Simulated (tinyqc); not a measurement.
Virtual-crystal alloy in the empirical-pseudopotential method, step by step. Values are carried at full precision from step to step, so a last printed digit may differ when a step is redone from the rounded ones.

Virtual crystal A(1-x)B(x): a = (1 - x) a_A + x a_B. Rule linear: V = (1 - x) V_A + x V_B. Rule volume: V = [(1 - x) a_A^3 V_A + x a_B^3 V_B]/a^3, since a form factor is an atomic potential divided by the cell volume.

Constants: hbar^2/2m0 = 3.80998211 eV angstrom^2; Ry = 13.60569312 eV.

Values chosen for the exercise (classic local form factors of the size used for Si (A) and Ge (B), which place X and L only to a few tenths of an eV; not measured data):
- a = (5.43, 5.666) angstrom (lattice constants of A, B)
- VSA = (-0.213, 0.04, 0.079) Ry (symmetric form factors of A)
- VAA = (0, 0, 0) Ry (antisymmetric form factors of A)
- VSB = (-0.227, 0.009, 0.059) Ry (symmetric form factors of B)
- VAB = (0, 0, 0) Ry (antisymmetric form factors of B)
- rule = volume (mixing rule)
- x = 0.67 (fraction of B)

## The virtual crystal

Form a, the two weights and the form factors.

a = 5.5881 angstrom

weights of A and B: 0.30277  0.69841

VS at 3, 8, 11 (Ry): -0.22303  0.01840  0.06512

VA at 3, 4, 11 (Ry): 0.00000  0.00000  0.00000

## The six lowest plane waves at X

Empirical pseudopotential on the fcc lattice, atoms at +/- tau, tau = a (1,1,1)/8, no spin-orbit coupling. H(G,G') = c (2 pi/a)^2 |k + G|^2 delta + VS(q) cos(q.tau) + i VA(q) sin(q.tau), q = G - G', c = hbar^2/2m0; k and G in units of 2 pi/a; VS at |q|^2 = 3, 8, 11 and VA at 3, 4, 11, in rydberg, zero elsewhere. At each k the basis holds all G with |k + G|^2 up to 16; energies are counted from the fourth level at Gamma.

k = (1,0,0) with the small basis G = (0,0,0), (-2,0,0), (-1,1,1), (-1,-1,-1), (-1,1,-1), (-1,-1,1) in place of the full one.

H in this small basis (eV), lower triangle:
```
           000    -200  -1+1+1  -1-1-1  -1+1-1  -1-1+1
000      4.817
-200         0   4.817
-1+1+1  -2.146   2.146   9.633
-1-1-1   2.146  -2.146  -0.250   9.633
-1+1-1  -2.146  -2.146       0       0   9.633
-1-1+1  -2.146  -2.146       0       0   0.250   9.633
```

## Levels in the small basis

Diagonalise; the gap between the fourth and fifth level is a first estimate of the direct gap at X.

levels (absolute scale of H) (eV): 2.367  2.367  9.383  9.383  12.334  12.334

gap = 2.951 eV

The full basis gives 3.756 eV for this gap.

## The lowest conduction band along Gamma-X and at L

Full basis at each k.

Levels (eV):

| k | band 3 | band 4 | band 5 | band 6 |
|---|---|---|---|---|
| L | -1.164 | -1.164 | 1.160 | 4.077 |
| (0.00,0,0) | 0.000 | 0.000 | 2.014 | 3.401 |
| (0.20,0,0) | -0.499 | -0.499 | 2.808 | 3.268 |
| (0.40,0,0) | -1.362 | -1.362 | 1.873 | 3.977 |
| (0.60,0,0) | -2.115 | -2.115 | 1.186 | 2.720 |
| (0.70,0,0) | -2.384 | -2.384 | 0.982 | 2.121 |
| (0.80,0,0) | -2.577 | -2.577 | 0.886 | 1.636 |
| (0.85,0,0) | -2.642 | -2.642 | 0.878 | 1.441 |
| (0.90,0,0) | -2.691 | -2.691 | 0.898 | 1.272 |
| (1.00,0,0) | -2.731 | -2.731 | 1.025 | 1.025 |

On these points band 5 is lowest at (0.85,0,0), 0.878 eV above the valence top: in this model the gap is indirect, by a margin of 1135 meV.

## Checks

- Fifth band at (0.85,0,0) against the equivalent point (0,0,-0.85), on the absolute scale of H (eV): both 10.7562.

tinyqc: `OMP_NUM_THREADS=1 python tinyqc.py 1051019 1051020 out.jsonl`; about 0.4 s, one thread, shared Intel(R) Xeon(R) Processor @ 2.30GHz.
